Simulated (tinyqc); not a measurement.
Gate sweep: ballistic transport through the one-dimensional subbands of a rectangular nanowire or nanosheet channel. Computed by tinyqc, a small Python program. Command: `OMP_NUM_THREADS=1 python tinyqc.py 3022525 3022526 out.jsonl wire walk`. One thread of a shared host (Intel(R) Xeon(R) Processor @ 2.30GHz), about 0.04 s of CPU time with the checks.

Hard walls, parabolic subbands, transport along x. Energies are counted from the bulk conduction band edge at the top of the barrier, which the gate pulls down by U; the source Fermi level lies at the bulk edge when U = 0.

Inputs (values chosen for the exercise, modelled on silicon):

| quantity | value | unit |
|---|---|---|
| light mass m_t | 0.19 | m_0 |
| heavy mass m_l | 0.916 | m_0 |
| height a | 3.4 | nm |
| width b | 5.7 | nm |
| equivalent oxide thickness t | 2.2 | nm |
| drain voltage V_D | 0.01 | V |
| temperature T | 150 | K |

Valleys: silicon [100] wire.

Constants: hbar^2/(2 m_0) = 3.80998212 eV angstrom^2; k_B = 8.617333262e-05 eV/K; m_0 = 9.1093837015e-31 kg; k_B = 1.380649e-23 J/K; hbar = 1.054571817e-34 J s; eps_0 = 8.8541878128e-12 F/m; e = 1.602176634e-19 C; h = 6.62607015e-34 J s.

Method:
- E_pq = (hbar^2 pi^2/2)(p^2/(m_y b^2) + q^2/(m_z a^2)); valley pairs: (m_x, m_y, m_z) = (m_t, m_t, m_l), (m_t, m_l, m_t), (m_l, m_t, m_t), each with degeneracy g = 2; the 10 lowest subbands are kept.
- F_j(eta) = (1/Gamma(j + 1)) int_0^infinity x^j/(1 + exp(x - eta)) dx, F_0 = ln(1 + exp(eta)). Integrals over x = E/(k_B T) use 160 Gauss-Legendre points in u = sqrt(x) from 0 to sqrt(max(eta, 0) + 32).
- With degeneracy g = 2, eta_i = (U - E_i)/(k_B T) and u = e V_D/(k_B T): line density n = sum_i g sqrt(2 m_x k_B T/pi)/(2 hbar) [F_-1/2(eta_i) + F_-1/2(eta_i - u)]; gate: e n = C_ox (V_G - U/e), C_ox = 3.9 eps_0 2 (a + b)/t (flat-plate estimate); I = (2 e k_B T/h) sum_i g [F_0(eta_i) - F_0(eta_i - u)].
- Open modes are sum_i g/(1 + exp(-eta_i)). The last column is e dn/dV_G over C_ox, taken up to the next row.

Subbands:

| valley axis | p | q | E (meV) | m_x (m_0) |
|---|---|---|---|---|
| z | 1 | 1 | 96.426 | 0.190 |
| y | 1 | 1 | 183.838 | 0.190 |
| z | 1 | 2 | 202.960 | 0.190 |
| y | 2 | 1 | 221.743 | 0.190 |
| x | 1 | 1 | 232.117 | 0.916 |
| z | 2 | 1 | 279.169 | 0.190 |
| y | 3 | 1 | 284.919 | 0.190 |
| y | 4 | 1 | 373.364 | 0.190 |
| z | 1 | 3 | 380.518 | 0.190 |
| z | 2 | 2 | 385.703 | 0.190 |

Against the gate voltage:

| V_G (V) | U (meV) | n (1/nm) | I (microampere) | open modes | C_g/C_ox |
|---|---|---|---|---|---|
| -0.200 | -200.00 | 2.3016e-11 | 1.1863e-10 | 2.1989e-10 | 2.9548e-07 |
| -0.100 | -100.00 | 5.2707e-08 | 2.7167e-07 | 5.0358e-07 | 1.9744e-03 |
| 0.016 | 15.77 | 4.0842e-04 | 2.1046e-03 | 3.8990e-03 | 4.3512e-01 |
| 0.150 | 91.47 | 1.0437e-01 | 4.9437e-01 | 8.1250e-01 | 8.1812e-01 |
| 0.250 | 109.65 | 2.5024e-01 | 1.0152e+00 | 1.4796e+00 | 8.4467e-01 |
| 0.380 | 129.85 | 4.4603e-01 | 1.4135e+00 | 1.8994e+00 | 8.3098e-01 |
| 0.520 | 153.51 | 6.5346e-01 | 1.6496e+00 | 2.2084e+00 | 8.5542e-01 |
| 0.680 | 176.64 | 8.9749e-01 | 2.1586e+00 | 3.0429e+00 | 9.0704e-01 |
| 0.850 | 192.44 | 1.1724e+00 | 2.9460e+00 | 4.2148e+00 | 9.3229e-01 |
| 1.000 | 202.60 | 1.4218e+00 | 3.6337e+00 | 5.1704e+00 | - |

What does the comparison show, and why?

Between the first two rows the current rises one decade per 30 mV, against the limit ln(10) k_B T/e = 30 mV. Above threshold C_g/C_ox lies between 0.82 and 0.93: the quantum capacitance in series costs little, since heavy or many subbands hold the charge. It dips where a subband has filled past its van Hove peak and recovers when the next one opens or the drain starts to fill the band.

Extremes, crossings and ranges named in words are read from the listed rows.
